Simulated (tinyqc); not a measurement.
Band folding and unfolding in a supercell of a chain: one step. Supercell Hamiltonian.

A chain with hopping -t and n = 5 sites a supercell. H(K) has v_j on the diagonal, -t between neighbours and -t exp(2 pi i K) on the bond that closes the cell (from the last site to the first of the next cell). The point K holds the n wave vectors k_m = (K + m)/n of the primitive zone, in 2 pi/a, m = 0 to n - 1, with E0 = -2t cos(2 pi k_m). The unfolding weight of a state c on k_m is |sum_j c_j exp(-2 pi i k_m j)|^2/n, j = 0 to n - 1.

Parameters, chosen for this exercise:
- t = 1.23 eV (hopping)
- v = (0.406, 0.125, -0.328, -0.328, 0.125) eV (site energies in the supercell)
- Kq = 0.37 2 pi/(n a) (wave vector in the small zone)

Task: Fill in H(K).

Give: H.

Result:

H (eV):
$$\begin{pmatrix}
0.4060 & -1.2300 & 0 & 0 & 0.8420+0.8966i \\
-1.2300 & 0.1250 & -1.2300 & 0 & 0 \\
0 & -1.2300 & -0.3280 & -1.2300 & 0 \\
0 & 0 & -1.2300 & -0.3280 & -1.2300 \\
0.8420-0.8966i & 0 & 0 & -1.2300 & 0.1250
\end{pmatrix}$$

tinyqc: `OMP_NUM_THREADS=1 python tinyqc.py 1481256 1481257 out.jsonl`; about 0.01 s, one thread, shared Intel(R) Xeon(R) Processor @ 2.30GHz.
